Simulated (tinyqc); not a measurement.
Bond unit of a tetrahedral oxide and its oxygen vacancy in tight binding, step by step. Values are carried at full precision from step to step, so a last printed digit may differ when a step is redone from the rounded ones.

Two sp3 hybrids h1, h2 at eh = (es + 3 ep)/4 point at one oxygen with orbitals s, px, py, pz; x joins the two cations, z bisects the angle phi, and th = (180 - phi)/2. With u = hbar^2/(m d^2) = 2c/d^2, c = hbar^2/2m0: Vhs = -(1.32 + sqrt3 x 1.42) u/2 and Vhp = (1.42 + sqrt3 x 2.22) u/2. <h|s> = Vhs for both; <h1|px> = Vhp cos(th), <h2|px> = -Vhp cos(th); <h|pz> = Vhp sin(th) for both; py is a lone pair. The unit holds 8 electrons. Coupling between units, which widens the levels into bands, is left out.

Constants: hbar^2/2m0 = 3.80998211 eV angstrom^2.

Values chosen for the exercise (near tabulated values for SiO2; shifted at random, so the results belong to these values and not to a real crystal):
- es = -14.92 eV (s level of the cation)
- ep = -7.69 eV (p level of the cation)
- eos = -34.05 eV (s level of oxygen)
- eop = -16.63 eV (p level of oxygen)
- d = 1.61 angstrom (cation-oxygen distance)
- phi = 154 degrees (bond angle at oxygen)
- R = 2.89 angstrom (cation-cation distance across the vacancy)

## Level and couplings

Form eh, u, Vhs, Vhp and th.

eh (hybrid level) = -9.4975 eV
u = 2.9397 eV

Vhs, Vhp (eV): [-5.5553, 7.7390]

th = 13.0 degrees

## The matrix

Fill it in.

H (eV), rows h1, h2, s, px, py, pz and columns alike:
```
[[-9.4975, 0, -5.5553, 7.5406, 0, 1.7409],
 [0, -9.4975, -5.5553, -7.5406, 0, 1.7409],
 [-5.5553, -5.5553, -34.0500, 0, 0, 0],
 [7.5406, -7.5406, 0, -16.6300, 0, 0],
 [0, 0, 0, 0, -16.6300, 0],
 [1.7409, 1.7409, 0, 0, 0, -16.6300]]
```

## Levels, weights and charge

Diagonalise; the four lowest levels are filled. The excess of electrons on oxygen is twice the oxygen weight of the filled levels less 6.

levels (eV): [-36.3731, -24.3083, -17.1653, -16.6300, -6.6391, -1.8192]

weights, rows h1, h2, s, px, py, pz; columns level 1, level 2, level 3, level 4, level 5, level 6:
```
[[0.040, 0.171, 0.022, 0.000, 0.437, 0.329],
 [0.040, 0.171, 0.022, 0.000, 0.437, 0.329],
 [0.918, 0.000, 0.010, 0.000, 0.072, 0.000],
 [0.000, 0.659, 0.000, 0.000, 0.000, 0.341],
 [0.000, 0.000, 0.000, 1.000, 0.000, 0.000],
 [0.001, 0.000, 0.946, 0.000, 0.053, 0.000]]
```

highest filled to lowest empty = 9.9909 eV
excess electrons on oxygen = 1.067

The highest filled level is the py orbital of oxygen (100 %) and the lowest empty one is 87 % cation hybrid, even under exchange of the two cations. The spacing is that of an isolated unit and exceeds the gap of the solid.

## The odd block in closed form

The combination (h1 - h2)/sqrt2 couples to px alone, with W2 = sqrt2 Vhp cos(th); W3 = (eh - eop)/2; levels (eh + eop)/2 -/+ sqrt(W2^2 + W3^2); polarity W3/sqrt(W2^2 + W3^2).

W2, W3 (eV): [10.6640, 3.5663]

levels of the odd block (eV): [-24.3083, -1.8192]

polarity = 0.3172

## The neutral oxygen vacancy

Without the oxygen the two hybrids face each other at distance R and couple by -V2, V2 = 3.22 x 2c/R^2, c = hbar^2/2m0: a bond at eh - V2 with two electrons and an antibond at eh + V2. Levels are measured from eop, the lone-pair level that stands for the top of the valence band.

Form V2 and the two levels above eop. R is a chosen distance; in real silica the neutral vacancy relaxes to about 2.5 angstrom.

V2 = 2.9377 eV

levels above eop (eV): bond 4.1948, lone hybrid 7.1325, antibond 10.0702

bond-antibond splitting = 5.8755 eV

The filled bond lies 4.19 eV above the lone pairs, so it can trap a hole; the antibond lies above the lowest empty level of the intact unit (9.99 eV). A lone hybrid, as in a dangling bond, sits at 7.13 eV.

## Checks

- Levels of the odd block against the full matrix: they agree to 1e-10 or better.

Program tinyqc; command `OMP_NUM_THREADS=1 python tinyqc.py 1452878 1452879 out.jsonl`; about 0.01 s on one thread of a shared Intel(R) Xeon(R) Processor @ 2.30GHz.
